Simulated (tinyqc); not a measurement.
Film, cylinder and sphere at the same misfit: thermal stress, cracking, delamination and buckling of a thin film; Griffith cracks and misfitting inclusions. Computed by tinyqc, a small Python program. Command: `OMP_NUM_THREADS=1 python tinyqc.py 3014515 3014516 out.jsonl filmcrack walk`. One thread of a shared host (Intel(R) Xeon(R) Processor @ 2.30GHz), about 0.01 s of CPU time with the checks.

Isotropic linear elasticity; the substrate is much thicker than the film; stress is positive in tension.

Inputs (values chosen for the exercise, modelled on a copper film on silicon):
```
quantity,value,unit
film Young's modulus E,125,GPa
film Poisson ratio nu,0.34,-
film expansion alpha_f,16.9,1e-6/K
substrate expansion alpha_s,3.1,1e-6/K
deposition temperature T_d,425,K
final temperature T,300,K
intrinsic stress,-250,MPa
film thickness h,1.2,micrometre
substrate Young's modulus E_s,154,GPa
substrate Poisson ratio nu_s,0.23,-
```

Method. Thermal strain = (alpha_f - alpha_s)(T_d - T); stress = E/(1 - nu) x strain + intrinsic stress; plane-strain modulus Ebar = E/(1 - nu^2); G0 = stress^2 h/(2 Ebar) is the energy freed per area when a long strip loses its stress across its width. Thermal misfit e alone, mean stress = trace/3 and largest difference of principal stresses inside. Film: E e/(1 - nu) in two directions, 0 in the third. Cylinder: s0 = (1 + nu) e/[(1 + nu)(1 - 2 nu)/E + (1 + nu_s)/E_s] twice and s_zz = E e + 2 nu s0. Sphere: e/[(1 - 2 nu)/E + (1 + nu_s)/(2 E_s)] three times.

thermal strain = 0.001725

Stresses inside (MPa):
```
shape,s1,s2,s3,mean,largest difference
film,326.70,326.70,0.00,217.80,326.70
cylinder,202.45,202.45,353.29,252.73,150.84
sphere,263.22,263.22,263.22,263.22,0.00
```

The mean stress in size is 218 MPa in the film, 253 in the cylinder and 263 in the sphere, while the largest difference, twice the largest shear stress, goes from 327 through 151 to 0. In a ductile solid shear can relax by slip and hydrostatic stress cannot, so a confined metal builds up the triaxial stress that opens voids.

Extremes, crossings and ranges named in words are read from the listed rows.
